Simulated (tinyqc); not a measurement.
# Planar ballistic transistor, top-of-the-barrier model: what changes with what

At the top of the source barrier, states moving towards the drain are filled by the source (Fermi level 0) and states moving back by the drain (Fermi level -q Vd); nothing scatters. U is the shift of the band edge there, set by the capacitances CG, CD and CS (the total) and by the charge. Parabolic two-dimensional band; the source is grounded.

Parameters, values chosen for the exercise; mass and valleys close to those of silicon (two valleys):
- T = 77 K (temperature)
- m = 0.194 m0 (effective mass)
- gv = 2 (valley degeneracy)
- eox = 22 (relative permittivity of the gate insulator)
- tox = 4.1 nm (insulator thickness)
- aG = 0.76 (gate control CG/CS)
- aD = 0.086 (drain control CD/CS)
- E0 = 0.16 eV (band edge at the barrier top above the source Fermi level at zero bias)
- Vd = 0.1 V (drain voltage)

Constants: q = 1.602176634e-19 C, kB = 1.380649e-23 J/K, hbar = 1.054571817e-34 J s, m0 = 9.1093837015e-31 kg, Vt = kB T/q, eps0 = 8.8541878128e-14 F/cm where lengths are in cm. Results are converted to the units shown.

Each table varies one quantity; the others keep the values above.

## Transfer curve

N0 = gv m kB T/(pi hbar^2), CG = eps0 eox/tox, vT = sqrt(2 kB T/(pi m)), CS = CG/aG, n0 = n at U = 0 and Vd = 0. eta1 = -(E0 + U)/Vt, eta2 = eta1 - Vd/Vt, n = (N0/2)[F_0(eta1) + F_0(eta2)], F_0(x) = ln(1 + exp x). U = UL + q (n - n0)/CS with UL = -(aG Vg + aD Vd), energies in eV. I = q (N0/2) vT [F_(1/2)(eta1) - F_(1/2)(eta2)] per width, F_(1/2)(x) = (2/sqrt(pi)) int_0^infinity u^(1/2)/(1 + exp(u - x)) du. CQ = (q/Vt) dn/d(eta1).

Transfer curve:
```
Vg (V)     eta1  n (cm^-2)  I (uA/um)  mean velocity I/(q n) (cm/s)       CQ/CS
0       -22.817     66.249  6.5686e-9                      6.1884e6  2.5589e-10
0.12    -9.0729   6.1694e7  0.0061171                      6.1885e6   2.3828e-4
0.25     1.7860  1.0437e12     134.35                      8.0346e6      1.7788
0.38     6.7287  3.6190e12     719.56                      1.2410e7      2.0750
0.5      11.183  6.0243e12     1513.7                      1.5683e7      2.1187
0.62     15.164  8.5521e12     2337.1                      1.7057e7      3.1636
0.75     18.298  1.1596e13     2888.6                      1.5549e7      4.0747
0.88     21.202  1.4699e13     3296.7                      1.3999e7      4.1495
1        23.869  1.7567e13     3623.6                      1.2875e7      4.1537
```

The current rises from 6.57e-9 to 3620 uA/um. Between the first two rows the swing is 20.1 mV a decade, against Vt ln 10/aG = 20.1. CQ/CS goes from 2.6e-10 to 4.2, so a volt on the gate moves the band edge by 0.76 eV in the first row and 0.15 eV in the last: the gate charge is limited by the insulator. The mean velocity goes from 6.19e6 through a maximum of 1.71e7 (at Vg = 0.62 V among the rows listed) to 1.29e7 cm/s.

## Effect of the drain control CD/CS

Same model as above.

CQ = (q/Vt) dn/d(eta1). E0 is held fixed.

In this table Vg = 0.8 V, Vd = 0.8 V.

The same in every row: CQ/CS = 2.077.

Effect of the drain control CD/CS:
```
aD     eta1  n (cm^-2)  I (uA/um)  mean velocity I/(q n) (cm/s)
0     21.94   1.180e13       4133                       2.186e7
0.02  22.73   1.222e13       4356                       2.225e7
0.04  23.51   1.264e13       4582                       2.262e7
0.06  24.29   1.306e13       4812                       2.299e7
0.08  25.08   1.348e13       5046                       2.336e7
0.1   25.86   1.391e13       5284                       2.372e7
0.12  26.64   1.433e13       5526                       2.407e7
0.14  27.43   1.475e13       5771                       2.442e7
```

What does the table show?

As aD goes from 0 to 0.14, n rises from 1.18e13 to 1.47e13 cm^-2, the mean velocity rises from 2.19e7 to 2.44e7 cm/s and the current rises from 4130 to 5770 uA/um. CQ/CS stays near 2.1.

Program tinyqc, `OMP_NUM_THREADS=1 python tinyqc.py 2400105 2400106 out.jsonl`; Intel Xeon 2.30GHz, shared host, one thread, about 0.01 s.
